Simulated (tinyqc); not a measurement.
Random telegraph noise from one oxide trap in a small MOSFET: two steps of the calculation.

An acceptor-like trap exchanges electrons with the channel. Inversion charge Q = Cox u, u = n Vt W0(exp((Vg - VT)/(n Vt))), W0 the Lambert function, n = nf, Cox = eps0 eox/tox; linear regime Id = (W/L) mu Q Vd. Relative to threshold the surface potential rises by Vt ln(u/u0) and the oxide voltage by the rest of Vg - VT, with u0 = n Vt W0(1).

Values chosen for this exercise; values of the order met in silicon transistors: temperature T = 250 K; relative permittivity of the gate insulator (close to zirconium oxide) eox = 24.3; insulator thickness tox = 3.3 nm; depth of the trap from the channel interface xt = 1.6 nm; body factor nf = 1.31; gate width W = 24 nm; gate length L = 49 nm; mobility mu = 170 cm^2/(V s); scattering coefficient of the charged trap asc = 1.1e-15 V s; drain voltage Vd = 0.1 V.

Constants: q = 1.602176634e-19 C, kB = 1.380649e-23 J/K, Vt = kB T/q, eps0 = 8.8541878128e-14 F/cm where lengths are in cm. Results are converted to the units shown.

Question 1. Step height. A = W L; threshold step dV = q (1 - xt/tox)/(Cox A); gm/Id = 1/(u + n Vt); relative step dI/I = (gm/Id) dV + asc mu/A. Id as defined.

u = 0.50840562 V
N = 2.0689072e13 cm^-2

Find: electrons in the channel N A; dV; gm/Id; number part of dI/I; dI/I; Id; dI.

Answer 1.

electrons in the channel N A = 243.30
dV = 1.0765 mV
gm/Id = 1.8635 1/V
number part of dI/I = 0.20060 %
dI/I = 1.7907 %
Id = 27.600 uA
dI = 494.25 nA

Question 2. Lorentzian spectrum. Spectrum S(f) = 4 dI^2/{(tc + te)[(1/tc + 1/te)^2 + (2 pi f)^2]}; corner fc = (1/tc + 1/te)/(2 pi); variance dI^2 tc te/(tc + te)^2. Give S at f = 0, at fc and at 10 fc.

tc = 3041.2920 s
te = 1477.1039 s
dI = 494.24958 nA

Give: fc; S(0); S(fc); S(10 fc); rms current.

Answer 2.

fc = 1.6008e-4 Hz
S(0) = 2.1377e-10 A^2/Hz
S(fc) = 1.0688e-10 A^2/Hz
S(10 fc) = 2.1165e-12 A^2/Hz
rms current = 231.84 nA

The rms value is 0.469 of the step; it reaches its largest share, 1/2, when tc = te.

Range of the model: VT is taken as given; short-channel effects and the uneven flow of current among few electrons are left out.

Numbers from tinyqc (`OMP_NUM_THREADS=1 python tinyqc.py 2710090 2710091 out.jsonl`; about 0.01 s on one thread of a shared Intel Xeon 2.30GHz).
